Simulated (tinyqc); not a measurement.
From liquidus slope m_L back to heat of melting H_A: binary melting diagram from solution models of liquid and solid. Computed by tinyqc, a small Python program. Command: `OMP_NUM_THREADS=1 python tinyqc.py 3015775 3015776 out.jsonl melt inv`. One thread of a shared host (Intel(R) Xeon(R) Processor @ 2.30GHz), about 0.01 s of CPU time with the checks.

x is the fraction of B. In a phase with interaction L: mu_A = G_A + R T ln(1 - x) + L x^2, mu_B = G_B + R T ln x + L (1 - x)^2. Melting: G(liquid) - G(solid) = H (1 - T/T_m) for each pure component.

Inputs (values chosen for the exercise, for a model alloy):
```
quantity                  value    unit
melting point T_A          1635       K
melting point T_B           505       K
heat of melting H_B          16  kJ/mol
liquid interaction L_L     -4.1  kJ/mol
solid interaction L_S       2.4  kJ/mol
dilute content c0 of B   0.0041       -
growth number V delta/D    0.16       -
```

Diagram: complete solid solution (lens).

Constants: R = 8.314462618 J/(mol K).

Method. At T_A, k0 = exp[(dG_B(T_A) + L_L - L_S)/(R T_A)]; van 't Hoff: m_L = -R T_A^2 (1 - k0)/H_A per unit fraction. Burton-Prim-Slichter: k_eff = k0/[k0 + (1 - k0) exp(-V delta/D)]. Freezing range of c0: |m_L| c0 |1 - k0|/k0.

Task: A run gave the result below. Find the heat of melting H_A, known to lie between 13 and 17 kJ/mol.

liquidus slope m_L = -1452.59 K

Result:

Each step takes the trial c = (a f_b - b f_a)/(f_b - f_a), f being the result less the target and a, b, c the logarithms of the listed values; c replaces end b, the old b replaces a if the sign of f changed, and otherwise f_a is halved.

Scan of the range:
```
heat of melting H_A (kJ/mol)  liquidus slope m_L (K)
13.0                                        -1633.61
13.6                                        -1561.53
14.2                                        -1495.55
14.9                                        -1425.29
15.5                                        -1370.12
16.3                                        -1302.88
17.0                                        -1249.23
```

False position (Illinois rule, in the logarithm of the input) inside the bracket:
```
step    end a    end b    trial  liquidus slope m_L (K)
1     14.2000  14.9000  14.6240                -1452.19
2     14.2000  14.6240  14.6162                -1452.97
3     14.6240  14.6162  14.6200                -1452.59
4     14.6162  14.6200  14.6200                -1452.59
```

Liquidus slope m_L rises at every point of a 13-point scan of the range (every second point is shown), so one value fits; it is bracketed by 14.2 and 14.9. The scan shows a pure power law with exponent -1.000, so scaling from any one row also gives the answer directly. Answer: heat of melting H_A = 14.62 kJ/mol.
